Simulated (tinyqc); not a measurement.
# Bias-temperature instability, empirical power law with universal recovery: effects of single changes

Threshold-voltage shift at the end of a stress: dV = A (V/V0)^g exp[-(Ea q/kB)(1/T - 1/T0)] (t/1 s)^n. After a delay tr the permanent share pp stays and the rest falls by r = 1/(1 + B (tr/t)^be). An empirical model: its parameters are fits, not properties.

Inputs (values chosen for the exercise):
- V0 = 1.6 V (reference stress voltage)
- T0 = 373 K (reference temperature)
- A = 4.6 mV (shift after 1 s at V0 and T0)
- n = 0.13 (time exponent)
- g = 4.7 (voltage exponent)
- Ea = 0.17 eV (apparent activation energy of the shift)
- pp = 0.46 (permanent share)
- B = 3.9 (recovery scale)
- be = 0.16 (recovery dispersion)
- ts = 10000 s (stress time)

Constants: q = 1.602176634e-19 C, kB = 1.380649e-23 J/K. Results are converted to the units shown.

Each table varies one quantity; the others keep the values above.

## Recovery after a stress

At V0 and T0 after the stress time ts.

Result of one run:

| tr (s) | tr/ts | share left | shift (mV) |
|---|---|---|---|
| 8e5 | 80.000 | 0.52093 | 7.9348 |

What becomes of these results when the delay before the measurement tr is changed from 8e5 to 59000 s, all else the same?

Result of the changed run:

| tr (s) | tr/ts | share left | shift (mV) |
|---|---|---|---|
| 59000 | 5.9000 | 0.54737 | 8.3375 |

The whole series:

| tr (s) | tr/ts | share left | shift (mV) |
|---|---|---|---|
| 0.0097 | 9.7000e-7 | 0.83880 | 12.777 |
| 0.13 | 1.3000e-5 | 0.78835 | 12.008 |
| 1.8 | 1.8000e-4 | 0.73252 | 11.158 |
| 24 | 0.0024000 | 0.67725 | 10.316 |
| 320 | 0.032000 | 0.62623 | 9.5388 |
| 4400 | 0.44000 | 0.58217 | 8.8677 |
| 59000 | 5.9000 | 0.54737 | 8.3375 |
| 8e5 | 80.000 | 0.52093 | 7.9348 |

The shift falls from 12.8 to 7.93 mV over 7.9 decades of time, towards the permanent 7.01 mV. Half of the recoverable part is gone at tr/ts = B^(-1/be) = 2.02e-4.

## Effect of the measurement delay

Same model as above.

At V0 and T0. The apparent n comes from the measured shifts at ts/100 and ts, and the projection extends that line from ts to ten years (3.15576e8 s).

The same in every row: true shift (mV) = 58.57.

Effect of the measurement delay:

| tr (s) | share left at ts | apparent n | projected shift (mV) |
|---|---|---|---|
| 1e-6 | 0.9518 | 0.1402 | 61.94 |
| 1e-5 | 0.9330 | 0.1435 | 62.86 |
| 0.0001 | 0.9083 | 0.1474 | 63.71 |
| 0.001 | 0.8767 | 0.1516 | 64.22 |
| 0.01 | 0.8383 | 0.1556 | 63.97 |
| 0.1 | 0.7937 | 0.1586 | 62.54 |
| 1 | 0.7452 | 0.1602 | 59.69 |
| 10 | 0.6957 | 0.1600 | 55.57 |

What does the comparison show?

The share left falls from 0.952 to 0.696 and the apparent n goes from 0.1402 through a maximum of 0.1602 (at tr = 1 s among the rows listed) to 0.1600. The projection is 5.8 % above the true ten-year shift in the first row and 5.1 % below it in the last: a lower start and a steeper slope work against each other.

tinyqc, about 0.01 s, one thread, Intel Xeon 2.30GHz (shared host): `OMP_NUM_THREADS=1 python tinyqc.py 2070131 2070132 out.jsonl`
